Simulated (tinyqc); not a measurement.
## Mobility, diffusion coefficient and lifetime from two collectors

Problem. For an injected sheet in a field F the peak time tp at distance L obeys u^2 tp^2 + 2 D tp = L^2 with u^2 = v^2 + 4 D/tau, and the pulse area goes as exp(L (v - u)/(2 D)); v = mu F. Find u, D, mu and tau without using the Einstein relation.

Inputs (values chosen for the exercise):
```
symbol  value  unit                      meaning
F          18  V/cm  sweep field along the drift
```

distances (um): 150  270
peak times (us): 1.55343792  2.89243031
ratio of the areas, far over near = 0.344247181

Solution. The two peak times give two linear equations for u^2 and D; the area ratio gives v - u, and u^2 - v^2 = 4 D/tau gives tau.

u = 8948 cm/s
D = 10.24 cm^2/s
mu = 396.0 cm^2/(V s)
tau = 1.400e-6 s

Program tinyqc, `OMP_NUM_THREADS=1 python tinyqc.py 2310106 2310107 out.jsonl`; Intel Xeon 2.30GHz, shared host, one thread, about 0.01 s.
